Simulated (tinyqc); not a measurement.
Inputs raised by 2 %, one at a time: low-temperature mobility of a two-dimensional electron gas with static screening. Computed by tinyqc, a small Python program. Command: `OMP_NUM_THREADS=1 python tinyqc.py 3022464 3022465 out.jsonl twodeg sens`. One thread of a shared host (Intel(R) Xeon(R) Processor @ 2.30GHz), about 0.06 s of CPU time with the checks.

One subband is filled, the gas is degenerate and scatters at the Fermi circle; one permittivity serves on both sides of the interface. All formulas are in SI units, masses times m_0. Piezoelectric and polar phonons are left out, and n_s is taken as set by a gate, independent of N_i.

Inputs (values chosen for the exercise, modelled on a strained silicon well):

| quantity | value | unit |
|---|---|---|
| in-plane mass m | 0.194 | m_0 |
| mass across the layer m_z | 0.882 | m_0 |
| permittivity eps | 11.6 | - |
| valley degeneracy g_v | 2 | - |
| sheet density n_s | 5.5e+12 | 1/cm^2 |
| depletion charge N_d | 3e+10 | 1/cm^2 |
| roughness height Delta | 0.76 | nm |
| correlation length Lambda | 4.5 | nm |
| remote charge density N_i | 1.5e+12 | 1/cm^2 |
| distance d of the charges from the interface | 3 | nm |
| density rho | 2329 | kg/m^3 |
| sound velocity v_l | 9300 | m/s |
| deformation potential D_A | 8.5 | eV |
| temperature T | 4.2 | K |

Wave function: Fang-Howard. Roughness spectrum: exponential.

Constants: m_0 = 9.1093837015e-31 kg; e = 1.602176634e-19 C; eps_0 = 8.8541878128e-12 F/m; hbar = 1.054571817e-34 J s; k_B = 1.380649e-23 J/K.

Method:
- k_F = sqrt(2 pi n_s/g_v); E_F = hbar^2 k_F^2/(2 m); q_TF = g_v m e^2/(2 pi eps eps_0 hbar^2); Fang-Howard parameter b = [12 m_z e^2 (N_d + 11 n_s/32)/(eps eps_0 hbar^2)]^(1/3), mean depth 3/b; effective field F = e (N_d + n_s/2)/(eps eps_0).
- Form factors with u = q/b: screening G(q) = [1 + 9u/8 + 3u^2/8]/(1 + u)^3, remote charge P(q) = exp(-q d)/(1 + u)^3. Dielectric function eps(q) = 1 + q_TF G(q)/q, with q = 2 k_F sin(theta/2).
- Roughness: <|U|^2> = (e F)^2 S(q), S = pi Delta^2 Lambda^2/(1 + q^2 Lambda^2/2)^(3/2).
- 1/tau_t = (m/(pi hbar^3)) int_0^pi (1 - cos theta) <|U|^2>/eps(q)^2 dtheta; the quantum rate 1/tau_q drops the factor (1 - cos theta); 200 Gauss-Legendre points in s with theta = pi s^2, s from 0 to 1; mu = e tau_t/m.
- Remote charges: <|U|^2> = N_i [e^2 P(q)/(2 eps eps_0 q)]^2.
- Unscreened deformation potential in equipartition: 1/tau = m D_A^2 k_B T I/(rho v_l^2 hbar^3), I = int |psi|^4 dz = 3 b/16 for the Fang-Howard function (used for both wave-function options); mu = e tau/m. Bloch-Grueneisen temperature T_BG = 2 hbar v_l k_F/k_B.
- At the Fermi circle the rates add, so 1/mu is the sum; sheet resistance 1/(n_s e mu); mean free path hbar k_F mu/e; the quantum time adds the rates 1/tau_q, with the isotropic acoustic rate e/(m mu).

Runs:

| input moved | from | to | mobility mu (cm^2/(V s)) | remote-charge mobility (cm^2/(V s)) | Dingle ratio tau_t/tau_q | sheet resistance (ohm) |
|---|---|---|---|---|---|---|
| base run | - | - | 1869.8 | 63981 | 1.3406 | 606.92 |
| sheet density n_s (1/cm^2) | 5.5e+12 | 5.61e+12 | 1823.4 | 65803 | 1.3336 | 610.17 |
| depletion charge N_d (1/cm^2) | 3e+10 | 3.06e+10 | 1869.1 | 63977 | 1.3405 | 607.15 |
| roughness height Delta (nm) | 0.76 | 0.7752 | 1799.6 | 63981 | 1.3271 | 630.60 |
| correlation length Lambda (nm) | 4.5 | 4.59 | 1885.0 | 63981 | 1.3498 | 602.03 |
| remote charge density N_i (1/cm^2) | 1.5e+12 | 1.53e+12 | 1868.7 | 62727 | 1.3476 | 607.28 |
| temperature T (K) | 4.2 | 4.284 | 1869.6 | 63981 | 1.3406 | 606.98 |
| mass across the layer m_z (m_0) | 0.882 | 0.89964 | 1875.2 | 63719 | 1.3422 | 605.16 |

Exponents ln(y'/y) / ln(x'/x):

| input | mobility mu | remote-charge mobility | Dingle ratio tau_t/tau_q | sheet resistance |
|---|---|---|---|---|
| sheet density n_s | -1.270 | 1.417 | -0.265 | 0.270 |
| depletion charge N_d | -0.019 | -0.003 | -0.005 | 0.019 |
| roughness height Delta | -1.933 | 0.000 | -0.513 | 1.933 |
| correlation length Lambda | 0.409 | 0.000 | 0.342 | -0.409 |
| remote charge density N_i | -0.030 | -1.000 | 0.263 | 0.030 |
| temperature T | -0.005 | 0.000 | -0.001 | 0.005 |
| mass across the layer m_z | 0.147 | -0.207 | 0.058 | -0.147 |

To which inputs is each result most sensitive?

Among the inputs moved here: mobility mu answers most in size to roughness height Delta (exponent -1.933), next to sheet density n_s (-1.270). Remote-charge mobility answers most in size to sheet density n_s (exponent +1.417), next to remote charge density N_i (-1.000); its exponent is below 0.0005 for roughness height Delta, correlation length Lambda, temperature T. Its exponent -1.000 in remote charge density N_i: each charge scatters on its own. Dingle ratio tau_t/tau_q answers most in size to roughness height Delta (exponent -0.513), next to correlation length Lambda (+0.342). Sheet resistance answers most in size to roughness height Delta (exponent +1.933), next to correlation length Lambda (-0.409).

Caution (all rows): T is below the Bloch-Grueneisen temperature T_BG, so equipartition fails: the acoustic mobility is only a lower bound and the acoustic share of 1/mu is overstated.

Extremes, crossings and ranges named in words are read from the listed rows.
